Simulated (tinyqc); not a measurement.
Debye-Callaway model of lattice thermal conductivity: one step, computed by the program tinyqc. Command: `OMP_NUM_THREADS=1 python tinyqc.py 3011542 3011543 out.jsonl callaway walk`. One thread of a shared host (Intel(R) Xeon(R) Processor @ 2.30GHz), about 0.01 s of CPU time with the checks.

Three acoustic branches with one velocity v, cut at omega_D = k_B Theta/hbar; x = hbar omega/(k_B T). v and Theta are separate inputs: Theta cuts off the heat-carrying modes, so C need not reach 3 k_B/V. gamma is an effective value that sets the umklapp rate. Heat flows along the film.

Task: Scattering rates at one frequency. Rates: point defects A omega^4; umklapp B omega^2 T exp(-Theta/(b T)) with B = hbar gamma^2/(M v^2 Theta); normal processes f_N B omega^2 T (T/Theta)^2. Film: the bulk time tau of each mode, from the resistive rates above, is multiplied by the Fuchs-Sondheimer factor F = (3/2) int_0^1 (1 - u^2) [1 - (1 - p) (u/d) (1 - E)/(1 - p E)] du, with E = exp(-d/u), d = t/(v tau), by 48 Gauss-Legendre points in z with u = z^4; the boundary rate is defined as 1/(F tau) - 1/tau. The resistive time is tau_R = 1/(boundary + point-defect + umklapp rates), and the free path is v tau_R.

Inputs (values chosen for the exercise, modelled on germanium): sound velocity v = 3840 m/s; Debye temperature Theta = 363 K; mean atomic mass M = 72.63 u; effective Grueneisen parameter gamma = 2.12; umklapp exponent divisor b = 2.5; film thickness t = 0.02 micrometre; specularity p = 0.4; normal-process factor f_N = 1.8; temperature T = 400 K; probe frequency omega/omega_D = 0.37.

Sample: film. Point defects: alloy. Normal processes: included.

Rayleigh coefficient A = 3.390819e-42 s^3

Constants: k_B = 1.380649e-23 J/K; hbar = 1.054571817e-34 J s; u = 1.6605390666e-27 kg.

Give: omega; Rates; tau_R; free path.

Result:

omega = 1.758e+13 rad/s

Rates:
```
process        rate (1/s)  rate x tau_R
boundaries      4.747e+10        0.1092
point defects   3.242e+11        0.7456
umklapp         6.316e+10        0.1453
normal          1.985e+11        0.4565
```

tau_R = 2.300e-12 s

free path = 8.832 nm

The strongest resistive process at this frequency: point defects, 75 % of the resistive rate.
